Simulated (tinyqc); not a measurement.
Approximations against the iterative solution: electron mobility of a polar semiconductor by Rode's iterative solution of the Boltzmann equation. Computed by tinyqc, a small Python program. Command: `OMP_NUM_THREADS=1 python tinyqc.py 3004642 3004643 out.jsonl rode walk`. One thread of a shared host (Intel(R) Xeon(R) Processor @ 2.30GHz), about 0.01 s of CPU time with the checks.

The distribution is f(E) + e F l(E) (-df/dE) cos(theta) for a weak field F, theta counted from the force; l(E) is a mean free path. Elastic processes enter by their momentum rate, polar optical phonons by out- and in-scattering terms. One valley only: where upper valleys lie close, measured mobilities are lower. The density n is prescribed, even where a narrow-gap material would have more intrinsic carriers.

Inputs (values chosen for the exercise, for a model polar semiconductor):

| quantity | value | unit |
|---|---|---|
| effective mass m | 0.5 | m_0 |
| non-parabolicity alpha | 0.087 | 1/eV |
| static permittivity eps_s | 15.5 | - |
| high-frequency permittivity eps_inf | 14.1 | - |
| density rho | 4060 | kg/m^3 |
| sound velocity v_l | 3270 | m/s |
| acoustic deformation potential D_A | 12 | eV |
| optical phonon energy hbar w | 30.7 | meV |
| piezoelectric coupling K | 0.051 | - |
| electron density n | 1.7e+18 | 1/cm^3 |
| compensation ratio C | 0.33 | - |
| temperature T | 500 | K |
| grid points per phonon energy s | 8 | - |
| iteration cap | 200 | - |

Band: Kane. Elastic processes: acoustic, piezoelectric, impurity.

Constants: k_B = 8.617333262e-05 eV/K; m_0 = 9.1093837015e-31 kg; e = 1.602176634e-19 C; hbar = 1.054571817e-34 J s; eps_0 = 8.8541878128e-12 F/m; k_B = 1.380649e-23 J/K; hbar = 6.582119569e-16 eV s.

Method:
- Kane band: hbar^2 k^2/(2 m) = E (1 + alpha E), speed v = hbar k/(m (1 + 2 alpha E)), states per spin, volume and energy g(E) = m k (1 + 2 alpha E)/(2 pi^2 hbar^2); overlap factors are set to 1. Masses are multiplied by m_0 and all formulas are in SI units.
- The reduced Fermi level eta = E_F/(k_B T) solves n = 2 Z int g f dE with f = 1/(1 + exp(x - eta)) (Z = 1 unless valleys are given); screening length L_s = sqrt(eps_s eps_0 k_B T/(e^2 dn/deta)), dn/deta = 2 Z int g f (1 - f) dE.
- Integrals over x = E/(k_B T) use 160 Gauss-Legendre points in u = sqrt(x) from 0 to sqrt(max(eta, 0) + 32).
- N_I = n (1 + C)/(1 - C).
- Phonon occupation N_q = 1/(exp(hbar w/(k_B T)) - 1).
- Acoustic deformation potential (elastic, equipartition, absorption and emission together): 1/tau = 2 pi k_B T D_A^2 g(E)/(hbar rho v_l^2).
- Piezoelectric (elastic, unscreened, momentum relaxation): 1/tau = e^2 K^2 k_B T m (1 + 2 alpha E)/(2 pi eps_s eps_0 hbar^3 k), with alpha = 0 for a parabolic band.
- Singly charged impurities, momentum relaxation: 1/tau = N_I e^4 m (1 + 2 alpha E) Phi/(8 pi (eps_s eps_0)^2 hbar^3 k^3), with alpha = 0 for a parabolic band.
- Brooks-Herring: Phi = ln(1 + b) - b/(1 + b), b = 4 k^2 L_s^2.
- Polar optical, unscreened: W = e^2 w (1/eps_inf - 1/eps_s) m (1 + 2 alpha E') ln|(k + k')/(k - k')| / (4 pi eps_0 hbar^2 k), times N_q for absorption (E' = E + hbar w) and N_q + 1 for emission (E' = E - hbar w > 0), with alpha = 0 for a parabolic band; mean cosine of the angle <cos> = (k^2 + k'^2)/(2 k k') - 1/ln|(k + k')/(k - k')|.
- Energy grid E_j = (j + 1/2) hbar w/s, j = 0, 1, ..., up to (max(eta, 0) + 18) k_B T, so that E_j +/- hbar w are grid points; l = 0 beyond the grid; integrals are sums times the spacing.
- With f' = f(E'): out-scattering S_o = sum over absorption and emission of W (1 - f')/(1 - f); nu = sum of elastic rates; the in-scattering weights are c+ = W_abs <cos> (1 - f')/(1 - f) for E' = E + hbar w and c- likewise for emission.
- Iteration: l_new(E) = [v(E) + c+ l(E + hbar w) + c- l(E - hbar w)]/(nu + S_o), from l = 0.
- mu = e sum g v l f (1 - f) / (3 k_B T sum g f) over the grid; stop when mu changes by less than 1e-8 of itself.
- Self-energy RTA: l = v/(nu + S_o), the first iteration. Momentum RTA: l = v/(nu + S_o - c+ v(E + hbar w)/v - c- v(E - hbar w)/v), listed only where the denominator is positive on the whole grid. The polar-only value solves the same system with nu = 0; the elastic value takes l = v/nu.

reduced Fermi level eta = -2.40174

ionised impurity density N_I = 3.37463e+18 1/cm^3

screening length L_s = 4.73050 nm

mobility mu = 35.9166 cm^2/(V s)

Mobilities:

| method | mu (cm^2/(V s)) | deviation (%) |
|---|---|---|
| iterative solution | 35.92 | 0.0 |
| self-energy RTA | 32.77 | -8.7 |
| momentum RTA | 35.94 | 0.1 |
| polar phonons alone, exact | 519.22 | 1345.6 |
| elastic processes alone | 38.98 | 8.5 |
| Matthiessen's rule on the last two | 36.26 | 1.0 |

self-energy RTA mobility = 32.775 cm^2/(V s)

polar-phonon mobility = 519.22 cm^2/(V s)

elastic mobility = 38.980 cm^2/(V s)

error of the self-energy RTA = -8.7480 %

The self-energy RTA is 8.7 % low: it counts every polar event as a full loss of current, a small error here because elastic scattering dominates. Here hbar w/k_B T = 0.71. Matthiessen's rule is 1.0 % high. The momentum RTA deviates by +0.1 %.
